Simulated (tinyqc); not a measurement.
Energy against coordination: Tersoff bond-order potential. Computed by tinyqc, a small Python program. Command: `OMP_NUM_THREADS=1 python tinyqc.py 3016962 3016963 out.jsonl tersoff walk`. One thread of a shared host (Intel(R) Xeon(R) Processor @ 2.30GHz), about 0.01 s of CPU time with the checks.

E = (1/2) sum_(i, j != i) [A exp(-lambda r_ij) - b_ij B exp(-mu r_ij)], b_ij = (1 + (beta zeta_ij)^n)^(-1/(2n)), zeta_ij = sum_(k != i, j) g(theta_ijk), g = 1 + c^2/d^2 - c^2/(d^2 + (h - cos theta)^2), with theta at atom i. Only nearest neighbours count (cut-off function 1 for them, 0 beyond).

Inputs (values chosen for the exercise, modelled on carbon):
```
quantity     value        unit
A           1378.5          eV
B           340.36          eV
lambda      3.4879  1/angstrom
mu          2.2119  1/angstrom
beta      1.64e-07           -
n           0.7326           -
c            37140           -
d            4.404           -
h          -0.5784           -
```

Method. Angles seen from one bond (cos theta: count): chain -1: 1; graphitic -1/2: 2; diamond -1/3: 3; square net 0: 2, -1: 1; simple cubic 0: 4, -1: 1; bcc 1/3: 3, -1/3: 3, -1: 1; fcc 1/2: 4, 0: 2, -1/2: 4, -1: 1. With z equal bonds of order b, r = ln(lambda A/(mu b B))/(lambda - mu) and E per atom = -(z/2) b B exp(-mu r)(1 - mu/lambda).

Relaxed structures:
```
structure      z        zeta       b  r (angstrom)  E per atom (eV)  E per bond (eV)
dimer          1           0  1.0000        1.4531          -2.5020          -5.0041
chain          2  6.4585e+05  0.8865        1.5475          -3.6000          -3.6000
graphitic      3  4.5065e+04  0.9817        1.4676          -7.1363          -4.7575
diamond        4  6.5863e+05  0.8851        1.5488          -7.1687          -3.5843
square net     4  3.0577e+06  0.7246        1.7056          -4.1493          -2.0747
simple cubic   6  5.4696e+06  0.6399        1.8030          -4.4306          -1.4769
bcc            8  1.0073e+07  0.5433        1.9312          -3.7774          -0.9443
fcc           12  1.9240e+07  0.4408        2.0951          -3.1995          -0.5333
```

What does the comparison show, and why?

The lowest are diamond, graphitic and simple cubic, the first two 0.032 eV apart. The bond order falls from 1 to 0.441 and the bond weakens from -5.00 to -0.53 eV, as b^(lambda/(lambda - mu)) with exponent 2.73. With the same z = 4 the square net lies 3.02 eV above diamond, from its angles alone. Caution: in bcc and other dense structures second neighbours can fall inside the usual cut-off; they are left out here.

Extremes, crossings and ranges named in words are read from the listed rows.
